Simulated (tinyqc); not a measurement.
Transmission against field: band-to-band tunnelling across a p-n junction in a two-band chain.

Sites alternate A at -Eg/2 and C at +Eg/2 with hopping -t; near the edges, with k counted from the zone boundary pi/a, E^2 = (Eg/2)^2 + (t a k)^2, so t = sqrt(c Eg/m)/a gives the mass m, c = hbar^2/2m0. In the gap cosh(q a) = 1 + (Eg^2/4 - e^2)/(2 t^2), e the energy from the local mid-gap. The potential is V0 = Eg + ov on the p side (left), 0 on the n side, and falls linearly over the 2N sites of the junction, V_j = V0 (1 - j/(2N + 1)), j = 1 to 2N, site 1 being A. E = Eg/2 + x ov. A half chain that ends on a site of level e1 with neighbour e2 has g = (1 + z)/(E - e1), z = exp(-/+ i k a) the root with Im g < 0, cos(k a) = (E - e1)(E - e2)/(2 t^2) - 1. S_L = t^2 g (ending on C, shifted by V0), S_R = t^2 g (starting on A). T = 4 Im(S_L) Im(S_R) |G_(1,2N)|^2.

Constants: hbar^2/2m0 = 3.80998211 eV angstrom^2.

Inputs chosen for the exercise (gap and mass near those of GaAs; not measured data): Eg = 1.36 eV (gap); m = 0.0717 m0 (mass of electron and light hole); a = 6 angstrom (period (two sites)); ov = 0.4 eV (overlap: top of the valence band on the p side above the conduction edge on the n side); x = 0.33 (energy above the n-side conduction edge, as a share of ov).

N is varied at fixed V0 and E. WKB: exp(-2 I/F) with I = pi Eg^2/(8 t a), F = V0/((2N + 1) a/2); this is the Landau-Zener result for a uniform field.

Against N:

| N | F (MV/cm) | exponent | T, chain | T, WKB | ratio |
|---|---|---|---|---|---|
| 5 | 5.333 | 3.204 | 0.0613 | 0.0406 | 1.511 |
| 8 | 3.451 | 4.952 | 0.0117 | 0.00707 | 1.658 |
| 12 | 2.347 | 7.282 | 0.00112 | 0.000688 | 1.625 |
| 18 | 1.586 | 10.777 | 3.10e-05 | 2.09e-05 | 1.485 |
| 26 | 1.107 | 15.438 | 2.64e-07 | 1.97e-07 | 1.337 |
| 38 | 0.762 | 22.428 | 2.28e-10 | 1.82e-10 | 1.255 |
| 55 | 0.529 | 32.332 | 1.18e-14 | 9.09e-15 | 1.302 |
| 80 | 0.364 | 46.895 | 5.74e-21 | 4.30e-21 | 1.335 |

What does the comparison show, and why?

T falls from 0.0613 at 5.33 to 5.74e-21 at 0.36 MV/cm. ln T against 1/F has slope -17.045 MV/cm between the rows N = 38 and 80, against -2I = -17.088. The ratio to WKB stays between 1.26 (N = 38) and 1.66 (N = 8): the exponent decides, and the ratio holds the reflections where the field begins and ends and the lattice correction to q, which scales the exponent and so grows with N.

Run: tinyqc, `OMP_NUM_THREADS=1 python tinyqc.py 1480288 1480289 out.jsonl`; Intel(R) Xeon(R) Processor @ 2.30GHz, one thread, shared host; about 0.01 s of CPU time with all checks.
